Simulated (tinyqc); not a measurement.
# Zener tunnelling in a reverse-biased junction, two-band WKB: effects of single changes

Abrupt p-n junction, depletion approximation. Energies E are counted from the conduction-band edge of the neutral n side; its Fermi level lies at dn, that of the p side at dn - V, and the valence-band edge of the neutral p side at Em = dn + dp - V. Tunnelling needs 0 < E < Em. Two-band dispersion with equal masses m: inside the gap kappa = sqrt(m u (1 - u/Eg)/C), u the distance from a band edge, C = hbar^2/(2 m0).

Inputs (values chosen for the exercise); band and dielectric values close to those of indium arsenide: temperature T = 300 K; band gap Eg = 0.346 eV; relative permittivity eps_r = 15.4; conduction-band density of states at 300 K Nc = 8.83e16 cm^-3; valence-band density of states at 300 K Nv = 6.59e18 cm^-3; band-edge mass of the two-band model m = 0.028 m0; acceptor density Na = 7.3e18 cm^-3; donor density Nd = 3.7e17 cm^-3; bias of the p side V = -0.69 V.

Constants: q = 1.602176634e-19 C, kB = 1.380649e-23 J/K, hbar = 1.054571817e-34 J s, h = 6.62607015e-34 J s, m0 = 9.1093837015e-31 kg, Vt = kB T/q, eps0 = 8.8541878128e-14 F/cm where lengths are in cm, hbar^2/(2 m0) = 0.0380998212 eV nm^2. Results are converted to the units shown.

Each table varies one quantity; the others keep the values above.

## Current against reverse bias

Nd = Nc F12(dn/Vt), Na = Nv F12(dp/Vt), F12(x) = (2/sqrt(pi)) int_0^infinity sqrt(u)/(1 + exp(u - x)) du; dn = EF - Ec on the n side, dp = Ev - EF on the p side (negative outside the bands); Vbi = Eg + dn + dp. W = sqrt(2 eps0 eps_r (Vbi - V)(1/Na + 1/Nd)/q), mean field F = (Vbi - V)/W, peak field 2 F. In a uniform field F the exponent is S = pi sqrt(m/C) Eg^1.5/(4 F). Transverse energy Et = C kt^2/m raises it to S (1 + 4 Et/Eg), so T = exp(-S) exp(-Et/Eb) with Eb = Eg/(4 S). KJ = (2 q^2/h) m/(4 pi C) (times 1e14 for A/cm^2 per eV^2). J = KJ exp(-S) Eb times the integral from 0 to Em of [f(E - dn) - f(E - dn + V)] [1 - exp(-min(E, Em - E)/Eb)] dE, f(x) = 1/(1 + exp(x/Vt)), with S and Eb from the mean field; J > 0 flows from p to n.

Current against reverse bias:
```
V (V)	mean field (MV/cm)	S	J (A/cm^2)
-0.11	0.1059	12.94	-0.6757
-0.61	0.1468	9.333	-219.6
-1.11	0.1786	7.672	-2592
-1.61	0.2055	6.667	-1.188e4
-2.11	0.2293	5.975	-3.478e4
-2.61	0.2509	5.462	-7.875e4
-3.11	0.2707	5.062	-1.513e5
-3.61	0.2892	4.739	-2.594e5
-4.11	0.3065	4.470	-4.097e5
```

|J| grows from 0.676 to 4.10e5 A/cm^2, a factor of 6.06e5. Of that, exp(-S) gives 4770 (S falls from 12.9 to 4.47 as the field grows with the square root of Vbi - V); the rest, 127, comes from the wider energy window and from Eb.

## Effect of the band gap with the mass tied to it

Same model as above.

The mass follows the gap, m = 0.028 Eg/0.346 eV, as in a two-band model with a fixed matrix element; Nc, Nv and eps_r are held.

Result of one run:
```
Eg (eV)	Vbi (V)	mean field (MV/cm)	S	J (A/cm^2)	S at fixed m
0.22	0.3060	0.1435	3.859	-5.777e4	4.840
```

What becomes of these results when the band gap Eg is changed from 0.22 to 0.27 eV, all else the same?

Result of the changed run:
```
Eg (eV)	Vbi (V)	mean field (MV/cm)	S	J (A/cm^2)	S at fixed m
0.27	0.3560	0.1471	5.672	-9685	6.421
```

The whole series:
```
Eg (eV)	Vbi (V)	mean field (MV/cm)	S	J (A/cm^2)	S at fixed m
0.17	0.2560	0.1399	2.365	-2.498e5	3.373
0.22	0.3060	0.1435	3.859	-5.777e4	4.840
0.27	0.3560	0.1471	5.672	-9685	6.421
0.32	0.4060	0.1506	7.784	-1202	8.094
0.37	0.4560	0.1540	10.18	-112.4	9.841
0.42	0.5060	0.1573	12.84	-8.047	11.65
0.47	0.5560	0.1606	15.75	-0.4467	13.51
0.52	0.6060	0.1637	18.90	-0.01946	15.42
```

S rises from 2.36 to 18.9, as Eg^(1.86), against Eg^(1.36) at fixed m; at a fixed field the powers would be 2 and 1.5, and the field grows with Vbi. |J| falls from 2.50e5 to 0.0195 A/cm^2. Where S is below about 4, a WKB prefactor of 1 is a rough guess.

Range of the model: Parabolic densities of states, no band tails and no gap narrowing, all of which matter at such doping.

Program tinyqc, `OMP_NUM_THREADS=1 python tinyqc.py 2620142 2620143 out.jsonl`; Intel Xeon 2.30GHz, shared host, one thread, about 0.03 s.
